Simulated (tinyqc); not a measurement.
Inside a calculation: deformation-potential model of the L valleys of a conduction band. Values are carried at full precision from step to step, so a last printed digit may differ when a step is redone from the rounded ones.

s11 = (C11 + C12)/((C11 - C12)(C11 + 2 C12)), s12 = -C12/((C11 - C12)(C11 + 2 C12)), s44 = 1/C44; exx = s11 sxx + s12 (syy + szz) and cyclic, exy = s44 sxy/2; tension is positive. A uniaxial stress X along the unit vector n is s_ij = X n_i n_j.

Constants: kB = 8.617333262e-05 eV/K; hbar^2/2m0 = 3.80998211 eV angstrom^2.

Values chosen for the exercise (near those of Ge; shifted at random, so the results belong to these values and not to a real crystal): C11 = 134.1 GPa; C12 = 47.8 GPa; C44 = 67.8 GPa; load = uniaxial [001] (kind of stress); X = 1.17 GPa (stress); Xd = -7.12 eV (dilation potential); Xu = 16.55 eV (uniaxial potential); T = 400 K (temperature); ml = 1.604 m0 (longitudinal mass); mt = 0.084 m0 (transverse mass).

## Strain from a uniaxial [001] stress

Form the compliances and the strain.

s11, s12, s44 (1/TPa): 9.1762  -2.4113  14.7493

strain tensor:
```
           x          y         z
x  -0.002821   0.000000  0.000000
y   0.000000  -0.002821  0.000000
z   0.000000   0.000000  0.010736
```

## Valley shifts

Valleys with axes along [111], [1-1-1], [-11-1] and [-1-11], one whole valley each. Herring-Vogt shift of a valley with unit axis a: dE = Xd tr(e) + Xu a.e.a. Non-degenerate shares n_i = exp(-dE_i/kT)/sum_j exp(-dE_j/kT). Inverse mass tensor of a valley: (1 - a a)/mt + a a/ml; the masses are taken as independent of strain.

Apply the Herring-Vogt formula to each valley.

Xd tr(e) = -36.27 meV

a.e.a: [111] 0.001698, [1-1-1] 0.001698, [-11-1] 0.001698, [-1-11] 0.001698

shifts dE (meV): [111] -8.17, [1-1-1] -8.17, [-11-1] -8.17, [-1-11] -8.17

All valleys shift alike: this load keeps them equivalent by symmetry.

## Shares of the electrons

Boltzmann factors of the shifts.

kT = 34.469 meV

shares: [111] 0.2500, [1-1-1] 0.2500, [-11-1] 0.2500, [-1-11] 0.2500

effective number of valley axes, 1/(largest share) = 4.000

## Conductivity mass tensor

With one scattering time for all valleys the conductivity goes as M = sum_i n_i (inverse mass tensor of valley i); along the unit vector u, 1/m_c = u.M.u. Without stress 1/m_c = (1/ml + 2/mt)/3. Take u along [1-10].

M (1/m0):
```
       x      y      z
x  8.144  0.000  0.000
y  0.000  8.144  0.000
z  0.000  0.000  8.144
```

m_c along [1-10] = 0.1228 m0
m_c without stress = 0.1228 m0

The mobility along [1-10] does not change; with all electrons in the valleys lightest or heaviest along this direction it would change by +46 or -46 %.

## Effective density of states

Each of the 4 whole valleys has m_d = (ml mt^2)^(1/3) and N = 2 (m_d kT/(4 pi c))^(3/2), c = hbar^2/2m0. Counted from the lowest edge, Nc = N x sum_i exp(-(dE_i - dE_min)/kT). 1 angstrom^-3 = 1e24 cm^-3.

m_d = 0.2245 m0
N of one valley = 4.110e+18 cm^-3
Nc under stress = 1.644e+19 cm^-3
Nc without stress = 1.644e+19 cm^-3

## Piezoresistance from repopulation

For small stress d(rho)/rho = pi X. For valleys on the <111> axes pi11 = pi12 = 0 and pi44 = -Xu s44/(3 kT) x (K - 1)/(2K + 1), K = ml/mt. For stress along [110]: pi_l = (pi11 + pi12 + pi44)/2 with the current along it and pi_t = (pi11 + pi12 - pi44)/2 with the current along [1-10]. 1/GPa = 100 x 1e-11/Pa.

K = 19.095

pi11, pi12, pi44 (1e-11/Pa): 0.0  0.0  -109.0

pi_l, pi_t for [110] (1e-11/Pa): -54.5  54.5

Only the transfer between valleys is counted; changes of mass and of intervalley scattering add to it in a real crystal.

## Checks

- Conductivity mass at zero stress against 3/(1/ml + 2/mt): both 0.1227849.
- Piezoresistance coefficients by finite differences against the closed form: largest difference 1.8e-09.

tinyqc: `OMP_NUM_THREADS=1 python tinyqc.py 1050731 1050732 out.jsonl`; about 0.01 s, one thread, shared Intel(R) Xeon(R) Processor @ 2.30GHz.
